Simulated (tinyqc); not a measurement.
Inside a calculation. Model: three-phonon processes in a diatomic chain: dispersion, energy and momentum conservation, and decay channels of optical phonons. Computed by tinyqc, a small Python program that keeps every step. Command: `OMP_NUM_THREADS=1 python tinyqc.py 3120812 3120813 out.jsonl threeph walk`. One thread of a shared host (Intel(R) Xeon(R) Processor @ 2.30GHz), about 0.05 s of CPU time with the checks. Intermediate numbers are printed to about 6 digits and carried at full precision; extremes and crossings named in words are read from the listed rows.

Cell length a, two atoms, one spring constant. x = q a/pi runs from -1 to 1; A and O are the acoustic and optical branches. Matrix elements are not computed: only conservation laws and occupation factors are followed.

Inputs (values chosen for the exercise, for a model chain):

| quantity | value | unit |
|---|---|---|
| light mass m | 14 | u |
| heavy mass M | 25.5 | u |
| spring constant k | 11 | eV/angstrom^2 |
| temperature T | 800 | K |
| wave number of the decaying phonon q a/pi | 0.42 | - |
| zero-temperature width Gamma_0 | 0.28 | 1/cm |

Constants: nu for 1 eV/(angstrom^2 u) = 15.6333042 THz; h x 1 THz = 4.135667696 meV; k_B = 8.617333262e-05 eV/K; c = 299792458 m/s.

## Band edges

omega^2 = k (1/m + 1/M) -/+ k sqrt((1/m + 1/M)^2 - 4 sin^2(pi x/2)/(m M)); nu = 15.6333042 THz x sqrt(omega^2) for eV/(angstrom^2 u). Acoustic top sqrt(2 k/M), optical bottom sqrt(2 k/m), optical top sqrt(2 k (1/m + 1/M)).

acoustic top = 14.5208 THz

optical bottom = 19.5974 THz

optical top = 24.3908 THz

optical top over twice the acoustic top = 0.839855

optical bottom over twice the acoustic top = 0.674802

optical width over acoustic top = 0.330108

The zone-centre optical phonon can decay into two acoustic ones: this needs M/m <= 3.

## Dispersion

The formulas are those given above.

Branches:

| x | nu_A (THz) | nu_O (THz) |
|---|---|---|
| 0.10 | 1.8303 | 24.3221 |
| 0.20 | 3.6463 | 24.1167 |
| 0.35 | 6.3110 | 23.5602 |
| 0.50 | 8.8538 | 22.7271 |
| 0.65 | 11.1976 | 21.6685 |
| 0.80 | 13.1922 | 20.5153 |
| 0.90 | 14.1451 | 19.8703 |
| 1.00 | 14.5208 | 19.5974 |

## Decay of the zone-centre phonon

O(0) -> A(x) + A(-x) needs nu_A(x) = nu_O(0)/2, which gives sin^2(pi x/2) = (3/16)(m + M)^2/(m M). Full width at half maximum Gamma = Gamma_0 (1 + 2 n), n = 1/(exp(h nu_A/(k_B T)) - 1); lifetime = 1/(2 pi c Gamma).

x of the products = 0.720618

their frequency = 12.1954 THz

occupation n = 0.927280

width Gamma = 0.799277 1/cm

lifetime = 6.64205 ps

## All channels at the given wave number

Processes for O(x): decay O -> A + A and O -> O + A with x = x' + x'' (mod 2), and absorption O + A -> O with x + x' = x'' (mod 2). Roots of the energy mismatch in x' are bracketed on 4001 points from -1 to 1 and refined. A process is umklapp (U) if the sum of wave numbers leaves (-1, 1]. Weight = occupation factor/|d mismatch/dx'|, the factor being 1 + n' + n'' for decay and n' - n'' for absorption. Pairs that differ only by exchanging two acoustic products count once, and the trivial root x' = 0 is left out.

nu_O(x) = 23.2037 THz

Channels:

| process | x' | x'' | nu' (THz) | nu'' (THz) | type | weight (1/THz) |
|---|---|---|---|---|---|---|
| O -> A + A | -0.503339 | 0.923339 | 8.90852 | 14.2952 | N | 0.142853 |

1 channel(s) are open, 0 of them umklapp.

## Phase space against the mass ratio

Total weight summed over channels and averaged over x = 0.05, 0.15, ..., 0.95, with m and k fixed; share of those x with an open channel.

Optical phonons:

| M/m | weight, A + A (1/THz) | weight, with O (1/THz) | share open |
|---|---|---|---|
| 1.1 | 0.186946 | 0 | 1.0 |
| 1.5 | 0.407436 | 0 | 1.0 |
| 2.0 | 0.236822 | 0 | 0.8 |
| 2.5 | 0.134657 | 0 | 0.5 |
| 2.9 | 0.104027 | 0 | 0.2 |
| 3.3 | 0.000000 | 0 | 0.0 |
| 3.7 | 0.000000 | 0 | 0.0 |
| 4.2 | 0.000000 | 0 | 0.0 |
| 6.0 | 0.000000 | 0 | 0.0 |

The A + A channel closes between M/m = 2.9 and 3.3 on this grid: energy conservation alone would allow it up to M/m = 4, where the optical bottom passes twice the acoustic top, but momentum must be conserved too. No channel with a second optical phonon opens at any ratio. A large gap that shuts such channels is one reason why crystals with very unequal masses can conduct heat well.

Checks made by the program: band edges against the dispersion (relative difference below 1e-10); frequency of the products (relative difference below 1e-10).
